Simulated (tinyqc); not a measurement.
Electrons shared among three sets of ellipsoidal valleys, step by step. Values are carried at full precision from step to step, so a last printed digit may differ when a step is redone from the rounded ones.

Constants: hbar^2/2m0 = 3.80998211 eV angstrom^2; kB = 8.617333262e-05 eV/K.

Values chosen for the exercise (masses and offsets near those of Ge; mobilities are free inputs, held fixed; shifted at random, so the results belong to these values and not to a real crystal):
- ml = (1.55, 0.043, 0.915) m0 (longitudinal masses of L, Gamma, Delta)
- mt = (0.0811, 0.043, 0.1937) m0 (transverse masses)
- M = (4, 1, 6) (valleys in each set)
- T = 400 K
- dE = (0, 0.169, 0.164) eV (edges of L, Gamma, Delta above the first)
- n = 1.1e+19 1/cm^3 (total electron density)
- mu = (3900, 17000, 1200) cm^2/(V s) (mobility of each set)

## Masses of each set

One valley: m_d = (ml mt^2)^(1/3). Whole set: m_de = M^(2/3) m_d. Mean over three axes: 1/m_c = (1/ml + 2/mt)/3. Anisotropy K = ml/mt.

m_d, m_de, m_c (m0) and K of each set:
```
set       m_d    m_de     m_c      K
L      0.2168  0.5464  0.1185  19.11
Gamma  0.0430  0.0430  0.0430   1.00
Delta  0.3250  1.0732  0.2627   4.72
```

m_de/m_c is 4.61 for L, 1.00 for Gamma, 4.08 for Delta: many anisotropic valleys give many states at a light conductivity mass. m_c is the mean over three axes; a set that holds only some of the equivalent valleys conducts with a mass that depends on direction.

## Effective densities of states

N_i = M_i times N = 2 (m kB T/(4 pi c))^(3/2) with c = hbar^2/2m0, in 1/angstrom^3; times 1e24 for 1/cm^3, with m = (ml mt^2)^(1/3).

kT = 0.034469 eV

N_i (1/cm^3): L 1.5604e+19, Gamma 3.4449e+17, Delta 4.2951e+19

## Fermi level and populations

F_j(eta) = (1/Gamma(j + 1)) integral_0^infinity x^j dx/(1 + exp(x - eta)), which tends to exp(eta) for eta << 0.

Solve n = sum_i N_i F_1/2((EF - dE_i)/kT), energies from the edge of the first set.

EF = -0.0048 eV

eta_i: L -0.14, Gamma -5.04, Delta -4.90

n_i (1/cm^3): L 1.07e+19, Gamma 2.22e+15, Delta 3.20e+17

shares: L 0.9707, Gamma 0.0002, Delta 0.0291

L holds most electrons (97.1 %). Boltzmann weights N_i exp(-dE_i/kT) would give Gamma a share of 0.0002.

## Drift and Hall mobility of the mixture

With f_i the shares, mu_drift = sum f_i mu_i; low-field Hall mobility mu_H = sum f_i mu_i^2/mu_drift (scattering and anisotropy factors set to 1); the Hall density is n mu_drift/mu_H; rho = 1/(e n mu_drift), e = 1.602176634e-19 C.

mu_drift = 3824 cm^2/(V s)
mu_H = 3887 cm^2/(V s)
Hall density = 1.08e+19 1/cm^3
rho = 0.000148 ohm cm

A Hall measurement would read 98.4 % of the true density. The mobilities are of the size met in pure crystals; at this density impurities would cut them and raise rho, by a factor of two to ten or more depending on crystal and density.

## Checks

- Share of Gamma at n = 1e10 1/cm^3 against the Boltzmann weight: both 0.0001601.

(tinyqc, `OMP_NUM_THREADS=1 python tinyqc.py 1680627 1680628 out.jsonl`, Intel(R) Xeon(R) Processor @ 2.30GHz, 1 thread, shared host, about 0.01 s.)
